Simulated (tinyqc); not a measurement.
Worked calculation: zigzag graphene nanoribbon in tight binding. Values are carried at full precision from step to step, so a last printed digit may differ when a step is redone from the rounded ones.

A zigzag ribbon of N chains, sites A1, B1, A2, ..., BN across it. For each k it is a chain with bonds -2t cos(k/2) (A_n to B_n) and -t (B_n to A_(n+1)), and +D, -D on A and B. A1 and BN are the edge sites; the Dirac points project to k = 2 pi/3.

Values chosen for the exercise (near those used for graphene; shifted at random, so the results belong to these values and not to a real crystal):
- t = 2.93 eV (hopping)
- N = 6 (zigzag chains)
- D = 0 eV (sublattice potential, +D on A and -D on B)
- k = 2.73 (k times the period sqrt3 acc)
- acc = 1.42 angstrom (bond length)

## The chain at this k

Form the k-dependent bond and the matrix.

2 cos(k/2) = 0.40869

H(k) (eV), lower triangle:
```
         A1       B1       A2       B2       A3       B3       A4       B4       A5       B5       A6  B6
A1        0
B1  -1.1975        0
A2        0  -2.9300        0
B2        0        0  -1.1975        0
A3        0        0        0  -2.9300        0
B3        0        0        0        0  -1.1975        0
A4        0        0        0        0        0  -2.9300        0
B4        0        0        0        0        0        0  -1.1975        0
A5        0        0        0        0        0        0        0  -2.9300        0
B5        0        0        0        0        0        0        0        0  -1.1975        0
A6        0        0        0        0        0        0        0        0        0  -2.9300        0
B6        0        0        0        0        0        0        0        0        0        0  -1.1975   0
```

An edge state of the finite ribbon needs 2 cos(k/2) < N/(N + 1) = 0.8571: it exists here.

## Levels and where the middle pair lives

Diagonalise H; average the weights of the two middle levels.

levels (eV): -4.0222  -3.7151  -3.2344  -2.6353  -2.0352  -0.0114  0.0114  2.0352  2.6353  3.2344  3.7151  4.0222

weights: A1 0.417, B1 0.000, A2 0.070, B2 0.000, A3 0.012, B3 0.002, A4 0.002, B4 0.012, A5 0.000, B5 0.070, A6 0.000, B6 0.417

The two edge sites hold 83.3 % of the middle pair, against 16.7 % for an even spread.

## The edge state from the half-plane solution

On a half plane the state lives on one sublattice with amplitudes (-x)^n, x = 2 cos(k/2): weight 1 - x^2 on the edge site, decay length -1.5 acc/ln x of the amplitude. The two edges mix to |E| = sqrt(D^2 + e^2), e about t x^N (1 - x^2).

edge weight = 0.8330
decay length = 2.380 angstrom
e = 0.0114 eV
|E| = 0.0114 eV

Diagonalising the chain of 12 sites gives |E| = 0.0114 eV; the estimate is 0.0 % from it.

## Checks

- Level at k = pi next to the edge pair against sqrt(t^2 + D^2): both 2.93000.

Computed by tinyqc, a small Python program: `OMP_NUM_THREADS=1 python tinyqc.py 1480054 1480055 out.jsonl` (the numbers bound the seed that draws the inputs); one thread of a shared host (Intel(R) Xeon(R) Processor @ 2.30GHz), about 0.01 s for the whole set of steps.
